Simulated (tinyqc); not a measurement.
# Input admittance of a MOSFET at zero drain bias: distributed channel and distributed gate: what changes with what

Source and drain grounded, strong inversion, w = 2 pi f, Cox = eps0 eox/tox. The channel is an RC line of resistance 1/(mu Cox Vo) per square fed from both ends, so one finger has the intrinsic admittance y = i w Cox L tanh(g)/g per width, g = (1/2) sqrt(i w tau), tau = L^2/(mu Vo). The vertical resistance rv/L is in series with y, the overlaps 2 i w Cov in parallel: y_t = 1/(1/y + rv/L) + 2 i w Cov. The gate strip is a line of Rsh/L per length loaded by y_t, so a finger has Y = y_t Wf tanh(k)/k, k = (Wf/sd) sqrt(y_t Rsh/L); the device has Nf Y.

Inputs (values chosen for the exercise); values of the order met in silicon radio-frequency transistors:

| symbol | value | unit | meaning |
|---|---|---|---|
| eox | 3.9 |  | relative permittivity of the gate insulator (close to silicon dioxide) |
| tox | 2.7 | nm | insulator thickness |
| L | 1.7 | um | channel length |
| Wf | 9.9 | um | finger width |
| Nf | 8 |  | number of fingers |
| mu | 300 | cm^2/(V s) | channel mobility |
| Vo | 0.52 | V | gate overdrive |
| Rsh | 21 | ohm/square | sheet resistance of the gate |
| rv | 0 | ohm um^2 | vertical resistivity of the gate stack |
| sd | 2 |  | number of ends at which a finger is contacted |
| Cov | 0.3 | fF/um | overlap and fringe capacitance on each side |
| f | 0.96 | GHz | frequency |

Constants: eps0 = 8.8541878128e-14 F/cm where lengths are in cm. Results are converted to the units shown.

Each table varies one quantity; the others keep the values above.

## Input impedance against frequency

Low-frequency limits, with c = Cox L and ct = c + 2 Cov: R_strip = Rsh Wf/(3 sd^2 L Nf), R_ch = (c/ct)^2 L/(12 mu Cox Vo Wf Nf), R_vert = (c/ct)^2 rv/(L Wf Nf), C = ct Wf Nf. Z = 1/(Nf Y) = R + 1/(i w C), Q = |Im Z|/R, far-point signal |1/cosh k|.

The same in every row: low-frequency R (ohm) = 9.7642.

Result of one run:
```
f (GHz)    w tau      |k|  R (ohm)  C (fF)       Q  signal at the far point
0.5      0.58200  0.14564   9.7627  1768.5  18.436                  0.99946
```

What becomes of these results when the frequency f is changed from 0.5 to 10 GHz, all else the same?

Result of the changed run:
```
f (GHz)   w tau      |k|  R (ohm)  C (fF)       Q  signal at the far point
10       11.640  0.53482   9.2491  1483.6  1.1599                  0.91667
```

The whole series:
```
f (GHz)     w tau       |k|  R (ohm)  C (fF)        Q  signal at the far point
0.01     0.011640  0.020613   9.7642  1769.5   921.16                   1.0000
0.03     0.034920  0.035703   9.7642  1769.5   307.06                   1.0000
0.07     0.081480  0.054536   9.7642  1769.5   131.60                  0.99999
0.2       0.23280  0.092172   9.7640  1769.3   46.063                  0.99991
0.5       0.58200   0.14564   9.7627  1768.5   18.436                  0.99946
1          1.1640   0.20546   9.7584  1765.7   9.2366                  0.99788
4          4.6560   0.39338   9.6732  1712.4   2.4020                  0.97259
10         11.640   0.53482   9.2491  1483.6   1.1599                  0.91667
30         34.920   0.67132   7.0690  856.71  0.87601                  0.85697
```

R falls from 9.76 to 7.07 ohm and C falls from 1770 to 857 fF. Q goes as f^(-1.00) between the first two rows and f^(-0.26) between the last two, where w tau = 34.9 and |k| = 0.671. The low-frequency limits hold both R and C within 5 % up to f = 4 GHz among the rows.

## Effect of the channel length

Same model as above.

Results:
```
L (um)      w tau      |k|  R (ohm)  low-frequency R (ohm)  C (fF)       Q  signal at the far point
0.03    3.4799e-4  0.31901   72.207                 72.212  77.890  29.478                  0.99914
0.058   0.0013007  0.26796   37.431                 37.432  106.26  41.683                  0.99957
0.11    0.0046786  0.23796   19.972                 19.973  158.93  52.230                  0.99973
0.22     0.018714  0.21945   10.632                 10.632  270.35  57.679                  0.99978
0.8       0.24746  0.20496   6.4713                 6.4716  857.73  29.868                  0.99944
1.6       0.98984  0.20166   9.3136                 9.3176  1665.6  10.687                  0.99824
3          3.4799  0.19534   15.978                 16.060  3032.5  3.4216                  0.99478
```

Estimate the missing row, L = 0.42 um.

Computed row:
```
L (um)     w tau      |k|  R (ohm)  low-frequency R (ohm)  C (fF)       Q  signal at the far point
0.42    0.068206  0.21007   6.9483                 6.9485  472.92  50.452                  0.99973
```

With this row back in the table: As L goes from 0.03 to 3, R goes from 72.2 through a minimum of 6.47 (at L = 0.8 among the rows listed) to 16.0 ohm, C rises from 77.9 to 3030 fF and Q goes from 29.5 through a maximum of 57.7 (at L = 0.22 among the rows listed) to 3.42. R_strip falls as 1/L while R_ch grows with L, which gives the minimum of R.

Computed by the program tinyqc: `OMP_NUM_THREADS=1 python tinyqc.py 2262245 2262246 out.jsonl`, one thread of a shared Intel Xeon 2.30GHz, about 0.01 s for the whole run.
